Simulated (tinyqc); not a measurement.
# Electron mobility in a silicon inversion layer, empirical terms and Matthiessen rule, step by step

Numbers from tinyqc (`OMP_NUM_THREADS=1 python tinyqc.py 2510081 2510082 out.jsonl`; about 0.01 s on one thread of a shared Intel Xeon 2.30GHz). Printed values are rounded.

Inversion layer of sheet density Ns on a uniformly doped body, under a high-permittivity gate with an interlayer. The mobility terms are empirical power laws with prefactors chosen for the exercise; adding their inverses (Matthiessen) is itself an approximation.

Inputs (values chosen for the exercise); material values close to those of silicon:
- T = 300 K (temperature)
- Eg = 1.11 eV (band gap)
- eps_r = 11.5 (relative permittivity of the semiconductor)
- Nc = 2.82e19 cm^-3 (conduction-band density of states at T)
- Nv = 2.62e19 cm^-3 (valence-band density of states at T)
- Nb = 2.2e18 cm^-3 (body doping)
- Vsb = 0.3 V (reverse body bias)
- eta = 0.5 (weight of the inversion charge in the effective field)
- Cox = 1.61 uF/cm^2 (gate capacitance)
- Ap = 469 cm^2/(V s) (phonon-limited mobility at 1 MV/cm and 300 K)
- As = 1250 cm^2/(V s) (roughness-limited mobility at 1 MV/cm)
- gs = 2 (exponent of the roughness term)
- Ac = 2800 cm^2/(V s) (Coulomb prefactor)
- Nit = 1.9e10 cm^-2 (charge at the interface)
- Ar = 400 cm^2/(V s) (remote-phonon mobility without interlayer)
- ti = 1 nm (interlayer thickness)
- lr = 0.9 nm (decay length of remote phonons)
- Ns = 2.9e12 cm^-2 (inversion density)
- WL = 1 (ratio W/L)
- Vd = 0.01 V (drain voltage)
- I = 0.732 uA (measured linear current)

Constants: q = 1.602176634e-19 C, kB = 1.380649e-23 J/K, Vt = kB T/q, eps0 = 8.8541878128e-14 F/cm where lengths are in cm. Results are converted to the units shown.

## Depletion charge and effective field

ni = sqrt(Nc Nv) exp(-Eg/(2 Vt)), Eg in volts; Ndep = sqrt(2 eps0 eps_r Nb (2 Vt ln(Nb/ni) + Vsb)/q); E = q (Ndep + eta Ns)/(eps0 eps_r), in MV/cm.

ni = 1.29028e10 cm^-3
Ndep = 5.98276e12 cm^-2
E = 1.16954 MV/cm

The depletion charge gives 80.5 % of the field.

## Mobility terms and their sum

With t = T/(300 K): muC = Ac (Ns/1e12 cm^-2) t/(Nb/1e17 cm^-3 + Nit/1e11 cm^-2), muP = Ap E^(-1/3) t^(-1.75), muS = As E^(-gs), muR = Ar exp(2 ti/lr)/t; 1/mu is the sum of the inverses.

terms (cm^2/(V s)): Coulomb 365.931, phonon 445.145, roughness 913.866, remote phonon 3691.13
mu = 157.620 cm^2/(V s)
shares of 1/mu (%): Coulomb 43.0736, phonon 35.4086, roughness 17.2476, remote phonon 4.27023

The Coulomb term limits most.

## Iteration 1: inversion density for the measured current

Ns at the start = 2e12 cm^-2

I = (W/L) q Ns mu Vd. E = q (Ndep + eta Ns)/(eps0 eps_r) in MV/cm. With t = T/(300 K): muC = Ac (Ns/1e12 cm^-2) t/(Nb/1e17 cm^-3 + Nit/1e11 cm^-2), muP = Ap E^(-1/3) t^(-1.75), muS = As E^(-gs), muR = Ar exp(2 ti/lr)/t; 1/mu is the sum of the inverses. Ns(new) = I/((W/L) q mu Vd).

E = 1.09873 MV/cm
mu = 135.147 cm^2/(V s)
Ns after iteration 1 = 3.38061e12 cm^-2

## Iteration 2: inversion density for the measured current

As before.

E = 1.20735 MV/cm
mu = 165.242 cm^2/(V s)
Ns after iteration 2 = 2.76491e12 cm^-2

## Course of the iteration: inversion density for the measured current

Stop when Ns changes by less than 1e5 cm^-2, or after 120 iterations.

Course of the iteration:
```
iteration	Ns (cm^-2)	|change| (cm^-2)
1	3.38061e12	1.38e12
2	2.76491e12	6.16e11
3	2.94745e12	1.83e11
4	2.88280e12	6.47e10
5	2.90451e12	2.17e10
6	2.89708e12	7.43e9
7	2.89961e12	2.53e9
8	2.89875e12	8.61e8
9	2.89904e12	2.93e8
10	2.89894e12	9.98e7
11	2.89898e12	3.40e7
12	2.89896e12	1.16e7
13	2.89897e12	3.94e6
14	2.89897e12	1.34e6
15	2.89897e12	4.57e5
16	2.89897e12	1.56e5
17	2.89897e12	5.30e4
```

Converged in 17 iterations. At the end each change is about 0.34 times the one before, with alternating sign: linear convergence.

## Split C-V extraction

```
point	Vg (V)	Cgc (uF/cm^2)	I (uA)
0	0	1.31973e-4	1.12960e-10
1	0.1	0.00429345	1.19831e-7
2	0.2	0.129151	1.16450e-4
3	0.3	1.19124	0.0264230
4	0.4	1.59283	0.224163
5	0.5	1.60947	0.534721
6	0.6	1.60998	0.873223
7	0.7	1.61000	1.20729
8	0.8	1.61000	1.52320
9	0.9	1.61000	1.81520
10	1	1.61	2.08139
11	1.1	1.61	2.32180
12	1.2	1.61	2.53745
```

Q(Vg) is the trapezoid sum of Cgc from the first point (where Q is taken as 0); mu_eff = I/((W/L) Q Vd); mu_FE = (dI/dVg)/((W/L) Cox Vd) with a backward difference. Listed from point 4 on.

```
point	Q (uC/cm^2)	mu_eff (cm^2/(V s))	mu_FE (cm^2/(V s))
4	0.212117	105.679	122.820
5	0.372232	143.653	192.893
6	0.533204	163.769	210.250
7	0.694204	173.911	207.498
8	0.855204	178.110	196.215
9	1.01620	178.625	181.366
10	1.17720	176.808	165.336
11	1.33820	173.501	149.325
12	1.49920	169.253	133.941
```

At the last point mu_FE is 21 % below mu_eff: where the mobility falls with gate voltage the slope of I understates it.
